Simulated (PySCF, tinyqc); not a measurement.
Inside a calculation. Method: G0W0 on RHF in the sto-6g basis, for H3+, spin multiplicity 1. The lowest restricted solution is unstable here: a spin-polarised one lies 0.0034 hartree lower (PySCF). Computed by tinyqc, a small Python program that keeps every step (integrals from PySCF). Settings: charge = 1, multiplicity = 1, basis = sto-6g, method = RHF, energy threshold = 1e-10, iteration cap = 75, orthogonalisation = symmetric, start = Wolfsberg-Helmholz matrix, DIIS depth = 6. Command: `OMP_NUM_THREADS=1 python tinyqc.py 25434 25435 out.jsonl` (the two numbers bound the seeds that draw the settings). One thread of a shared host (Intel(R) Xeon(R) Processor @ 2.60GHz), about 0.04 s of CPU time with the checks. The early iterations of the SCF are left out here.

## One-electron integrals

Geometry (angstrom):
```
atom         x         y          z
H     0.000000  0.000000   0.000000
H     0.000000  0.000000   1.127000
H     0.000000  0.000000  -1.127000
```

Basis sto-6g: exponents (1/bohr^2) and contraction coefficients of normalised primitives:
```
element  l (shell)   exponent  coefficient
H            s (1)  35.523221     0.009164
H            s (1)   6.513144     0.049361
H            s (1)   1.822143     0.168538
H            s (1)   0.625955     0.370563
H            s (1)   0.243077     0.416492
H            s (1)   0.100112     0.130334
```

Overlap, kinetic and nuclear-attraction integrals over the contracted functions; the nuclear repulsion is the sum of Za Zb / Rab.

nuclear repulsion = 1.17386249 hartree

overlap S:
```
          1H 1s     2H 1s     3H 1s
1H 1s  1.000000  0.425344  0.425344
2H 1s  0.425344  1.000000  0.079194
3H 1s  0.425344  0.079194  1.000000
```

kinetic energy T (hartree):
```
          1H 1s      2H 1s      3H 1s
1H 1s  0.768522   0.072133   0.072133
2H 1s  0.072133   0.768522  -0.011837
3H 1s  0.072133  -0.011837   0.768522
```

nuclear attraction V (hartree):
```
           1H 1s      2H 1s      3H 1s
1H 1s  -2.161270  -0.779429  -0.779429
2H 1s  -0.779429  -1.935150  -0.132523
3H 1s  -0.779429  -0.132523  -1.935150
```

core Hamiltonian H = T + V (hartree):
```
           1H 1s      2H 1s      3H 1s
1H 1s  -1.392748  -0.707296  -0.707296
2H 1s  -0.707296  -1.166628  -0.144361
3H 1s  -0.707296  -0.144361  -1.166628
```

## Two-electron integrals

Functions are numbered as in S; the eight-fold symmetry (ij|kl) = (ji|kl) = (kl|ij) leaves the list below.

Two-electron integrals (ij|kl) in chemists' order, unique and non-zero (hartree):
```
(11|11) 0.774999   (21|11) 0.254886   (21|21) 0.112192   (22|11) 0.438677
(22|21) 0.254886   (22|22) 0.774999   (31|11) 0.254886   (31|21) 0.078461
(31|22) 0.133608   (31|31) 0.112192   (32|11) 0.044779   (32|21) 0.016915
(32|22) 0.034446   (32|31) 0.016915   (32|32) 0.003026   (33|11) 0.438677
(33|21) 0.133608   (33|22) 0.234446   (33|31) 0.254886   (33|32) 0.034446
(33|33) 0.774999
```

## Orthogonalisation

S = U s U^T; symmetric (Loewdin) form X = U s^(-1/2) U^T, so that X^T S X = 1.

eigenvalues of S: 0.436768  0.920806  1.642426

X:
```
           1H 1s      2H 1s      3H 1s
1H 1s   1.170776  -0.258536  -0.258536
2H 1s  -0.258536   1.082378   0.040262
3H 1s  -0.258536   0.040262   1.082378
```

## Iteration 4 (converged): orbitals

converged F (hartree):
```
           1H 1s      2H 1s      3H 1s
1H 1s  -0.697931  -0.543510  -0.543510
2H 1s  -0.543510  -0.509377  -0.196839
3H 1s  -0.543510  -0.196839  -0.509377
```

Diagonalise F' = X^T F X, C = X C', fill 1 alpha and 1 beta electrons from the bottom; D = 2 C_occ C_occ^T. Each column has its largest component positive (the first on a tie).

F' = X^T F X (hartree):
```
           1          2          3
1  -0.393019  -0.370796  -0.370796
2  -0.370796  -0.345889  -0.006471
3  -0.370796  -0.006471  -0.345889
```

orbital energies (hartree): MO1 -0.897469, MO2 -0.339418, MO3 0.152090

coefficients C:
```
            MO1        MO2        MO3
1H 1s  0.590269   0.000000   1.075165
2H 1s  0.364020   0.736887  -0.751325
3H 1s  0.364020  -0.736887  -0.751325
```

D after iteration 4:
```
          1H 1s     2H 1s     3H 1s
1H 1s  0.696834  0.429739  0.429739
2H 1s  0.429739  0.265021  0.265021
3H 1s  0.429739  0.265021  0.265021
```

## Convergence

Stop when the energy changes by less than 1e-10 hartree and every element of the error matrix X^T (F D S - S D F) X is below 3e-06.

Course of the cycle:
```
iteration  E (hartree)     change  largest element of the error matrix
1          -1.16186458          -                             4.64e-02
2          -1.16417371  -2.31e-03                             5.67e-03
3          -1.16420859  -3.49e-05                             4.08e-06
4          -1.16420859  -1.47e-11                             1.76e-06
```

PySCF RHF in the same basis = -1.16420859 hartree

Converged in 4 iterations.

## Integrals over molecular orbitals

(pq|rs) = sum C_ip C_jq C_kr C_ls (ij|kl), one index at a time.

one-electron integrals over orbitals h = C^T H C (hartree):
```
           1          2          3
1  -1.440603   0.000000  -0.093081
2   0.000000  -1.110187   0.000000
3  -0.093081   0.000000  -0.804657
```

Two-electron integrals over orbitals (pq|rs), unique and non-zero (hartree):
```
(11|11) 0.543134    (21|21) 0.147153    (22|11) 0.458961    (22|22) 0.517590
(31|11) 0.093081    (31|22) -0.046614   (31|31) 0.140412    (32|21) -0.144169
(32|32) 0.160936    (33|11) 0.548580    (33|22) 0.487345    (33|31) 0.080245
(33|33) 0.583048
```

## Screening: direct RPA

With D = e_a - e_i and K = (ia|jb): diagonalise D^(1/2) (D + 4K) D^(1/2) = Z w^2 Z^T; X + Y = D^(1/2) Z w^(-1/2), each column of Z with its largest component positive (the first on a tie); E_c = (sum w - tr (D + 2K)) / 2.

D^(1/2) (D + 4K) D^(1/2) (hartree^2):
```
          1>2       1>3
1>2  0.639896  0.000000
1>3  0.000000  1.691056
```

excitation energies w (hartree): 0.799935  1.300406

X + Y:
```
            1         2
1>2  0.835236  0.000000
1>3  0.000000  0.898388
```

RPA correlation energy = -0.04119919 hartree

## G0W0 on Hartree-Fock: HOMO

W(p,q,m) = sqrt2 sum_ia (pq|ia) (X+Y)_ia,m; Sigma_c(x) = sum_(i,m) W^2/(x - e_i + w_m) + sum_(a,m) W^2/(x - e_a - w_m); solve x = e_p + Sigma_c(x) by Newton steps; Z = 1/(1 - dSigma/dx); 1 hartree = 27.211386 eV.

The 12 largest terms at x = e_p (hartree; W for the signs of X + Y given):
```
q  m         W       term
2  1  0.173818  -0.022248
3  2  0.178395  -0.013543
1  2  0.118261   0.010755
```

Newton steps (hartree):
```
step          x  Sigma_c(x)         Z
0     -0.897469   -0.025036  0.970481
1     -0.921766   -0.024302  0.970830
2     -0.921770   -0.024301  0.970830
```

quasiparticle energy of the HOMO = -25.082639 eV

Hartree-Fock value = -24.421364 eV

## G0W0 on Hartree-Fock: LUMO

As before.

The 12 largest terms at x = e_p (hartree; W for the signs of X + Y given):
```
q  m          W       term
3  1  -0.170293  -0.022455
1  1   0.173818   0.022248
2  2  -0.059223  -0.002697
```

Newton steps (hartree):
```
step          x  Sigma_c(x)         Z
0     -0.339418   -0.002904  0.965395
1     -0.342222   -0.002804  0.965411
2     -0.342222   -0.002804  0.965411
```

quasiparticle energy of the LUMO = -9.312335 eV

Hartree-Fock value = -9.236039 eV
